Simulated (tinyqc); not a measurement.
Thermal stress and diffusional relaxation in a metal film: Coble and Nabarro-Herring creep, cooling and holds: one step, computed by the program tinyqc. Command: `OMP_NUM_THREADS=1 python tinyqc.py 3029624 3029625 out.jsonl creep walk`. One thread of a shared host (Intel(R) Xeon(R) Processor @ 2.30GHz), about 0.06 s of CPU time with the checks.

A thin film on a rigid substrate is stress-free at T0. Tension is positive and the film creeps linearly: d sigma/dt = -M (mismatch) dT/dt - sigma/tau.

Task: Creep at the hold temperature. Creep rate per stress: Nabarro-Herring 14 D Omega/(k_B T d^2), Coble (14 pi) delta D_b Omega/(k_B T d^3), with D = D0 exp(-E/(k_B T)), delta D_b = (delta D_b)0 exp(-E_b/(k_B T)); 1/tau = M x (sum of both)/2 (biaxial strain rate is half the uniaxial one). Temperatures in kelvin are T(C) + 273.15. sigma(t) = sigma_0 exp(-t/tau), relaxed part sigma_0 - sigma(t); the grain size where both mechanisms are equal is pi delta D_b/D.

Inputs (values chosen for the exercise, modelled on copper films on silicon): biaxial modulus M = 196 GPa; atomic volume Omega = 11.8 angstrom^3; lattice prefactor D0 = 1.9e-05 m^2/s; lattice energy E = 2.06 eV; boundary prefactor (delta D_b)0 = 3.8e-15 m^3/s; boundary energy E_b = 1.06 eV; grain size d = 0.49 um; stress-free temperature T0 = 400 C; hold temperature T = 130 C; hold time t = 13 h; yield stress = 210 MPa.

stress after a quench sigma_0 = 740.88 MPa

Constants: k_B = 1.380649e-23 J/K; k_B = 8.617333262e-05 eV/K.

Give: Nabarro-Herring rate; Coble rate; relaxation time tau; stress after the hold; stress relaxed during the hold; crossover grain size.

Result:

Nabarro-Herring rate = 4.157e-26 1/(Pa s)

Coble rate = 1.689e-16 1/(Pa s)

relaxation time tau = 16.78 h

stress after the hold = 341.4 MPa

stress relaxed during the hold = 399.5 MPa

crossover grain size = 1.991e+09 um

Coble creep is 4.1e9 times as fast as Nabarro-Herring creep at this grain size. The crossover size is formal, far above any film grain. Caution: the elastic stress exceeds the yield stress, so dislocation glide would cap it first. Caution: bulk creep laws overstate relaxation in a bonded film, where the substrate constrains boundary diffusion, and dislocation glide is left out.
